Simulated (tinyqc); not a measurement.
Which clusters to keep: cluster expansion of a binary alloy: correlations, fit, cross-validation and ground states. Computed by tinyqc, a small Python program. Command: `OMP_NUM_THREADS=1 python tinyqc.py 3002697 3002698 out.jsonl clex walk`. One thread of a shared host (Intel(R) Xeon(R) Processor @ 2.30GHz), about 0.05 s of CPU time with the checks.

s = +1 for A and -1 for B. Energy per site E = J0 + J1 P(point) + sum over clusters of m V P, with P the mean product of spins; V > 0 on a pair favours unlike neighbours. Clusters per site m: pair 1 4, pair 2 3, pair 3 6, triplet 12; the triplet is two first-neighbour bonds closed by a second-neighbour bond. Formation energies are counted from the line between pure A and pure B, which removes J0 and J1.

Inputs (values chosen for the exercise, for a model alloy): first-pair interaction V1 = 4.12 meV; second-pair interaction V2 = -0.7 meV; third-pair interaction V3 = -0.18 meV; triplet interaction Vt = -0.21 meV; noise amplitude = 1.2 meV/site.

Lattice: bcc.

Method:
- Design matrix of formation energies: m (P - 1) for pairs and m (P(triplet) - P(point)) for the triplet; x = (1 - P(point))/2.
- Exact: X V with V = (V1, V2, V3, Vt). The data to fit add the noise amplitude times the normal numbers, standing for what the clusters leave out.
- For each set, H = X (X^T X)^-1 X^T over the structures between the ends; residual e = E - H E; leave-one-out error e_i/(1 - H_ii); both as root mean squares.

correlations P, counted on periodic cells, rows A, A3B D0_3, A3B (001) layers, A2B C11_b, AB B2, AB B32, A2B2 B11, AB (110) layers, AB2 C11_b, AB3 D0_3, AB3 (001) layers, B, columns point, pair 1, pair 2, pair 3, triplet:
$$\begin{pmatrix}
1.00000 & 1.00000 & 1.00000 & 1.00000 & 1.00000 \\
0.50000 & 0.00000 & 0.00000 & 1.00000 & -0.50000 \\
0.50000 & 0.00000 & 0.66667 & 0.33333 & 0.16667 \\
0.33333 & -0.33333 & 0.55556 & 0.11111 & -0.11111 \\
0.00000 & -1.00000 & 1.00000 & 1.00000 & 0.00000 \\
0.00000 & 0.00000 & -1.00000 & 1.00000 & 0.00000 \\
0.00000 & 0.00000 & 0.33333 & -0.33333 & 0.00000 \\
0.00000 & 0.00000 & -0.33333 & -0.33333 & 0.00000 \\
-0.33333 & -0.33333 & 0.55556 & 0.11111 & 0.11111 \\
-0.50000 & 0.00000 & 0.00000 & 1.00000 & 0.50000 \\
-0.50000 & 0.00000 & 0.66667 & 0.33333 & -0.16667 \\
-1.00000 & 1.00000 & 1.00000 & 1.00000 & -1.00000
\end{pmatrix}$$

standard normal numbers for the noise (0 for the pure ends): A 0.000, A3B D0_3 1.472, A3B (001) layers 0.771, A2B C11_b 0.409, AB B2 -1.309, AB B32 1.444, A2B2 B11 -0.118, AB (110) layers -0.960, AB2 C11_b -0.033, AB3 D0_3 -1.695, AB3 (001) layers -1.175, B 0.000

X, rows A, A3B D0_3, A3B (001) layers, A2B C11_b, AB B2, AB B32, A2B2 B11, AB (110) layers, AB2 C11_b, AB3 D0_3, AB3 (001) layers, B, columns pair 1, pair 2, pair 3, triplet:
$$\begin{pmatrix}
0.0000 & 0.0000 & 0.0000 & 0.0000 \\
-4.0000 & -3.0000 & 0.0000 & -12.0000 \\
-4.0000 & -1.0000 & -4.0000 & -4.0000 \\
-5.3333 & -1.3333 & -5.3333 & -5.3333 \\
-8.0000 & 0.0000 & 0.0000 & 0.0000 \\
-4.0000 & -6.0000 & 0.0000 & 0.0000 \\
-4.0000 & -2.0000 & -8.0000 & 0.0000 \\
-4.0000 & -4.0000 & -8.0000 & 0.0000 \\
-5.3333 & -1.3333 & -5.3333 & 5.3333 \\
-4.0000 & -3.0000 & 0.0000 & 12.0000 \\
-4.0000 & -1.0000 & -4.0000 & 4.0000 \\
0.0000 & 0.0000 & 0.0000 & 0.0000
\end{pmatrix}$$

data (meV/site): A 0.0000, A3B D0_3 -10.0936, A3B (001) layers -13.2948, A2B C11_b -18.4692, AB B2 -34.5308, AB B32 -10.5472, A2B2 B11 -13.7816, AB (110) layers -13.3920, AB2 C11_b -21.2396, AB3 D0_3 -18.9340, AB3 (001) layers -17.3100, B 0.0000

Fits:
```
clusters     fit error (meV/site)  leave-one-out error (meV/site)  largest H_ii
V1                         3.0988                          3.5456       0.27481
V1 V2                      2.3982                          2.8012       0.53206
V1 V3                      3.0150                          3.8746       0.51153
V1 V2 Vt                   0.8815                          1.3995       0.53206
V1 Vt                      2.1514                          2.6366       0.45078
V1 V2 V3                   2.3490                          3.0242       0.71178
V1 V3 Vt                   2.0287                          3.0451       0.51153
V1 V2 V3 Vt                0.7373                          1.4130       0.71178
```

leave-one-out error without pair 3 = 1.3995 meV/site

leave-one-out error with all four = 1.4130 meV/site

What does the comparison show, and why?

The fit error can only fall as clusters are added, to 0.74 meV with all four. The leave-one-out error is least for V1 V2 Vt (1.40 meV), and all four give 1.41: the extra terms fit noise more than signal.

Extremes, crossings and ranges named in words are read from the listed rows.
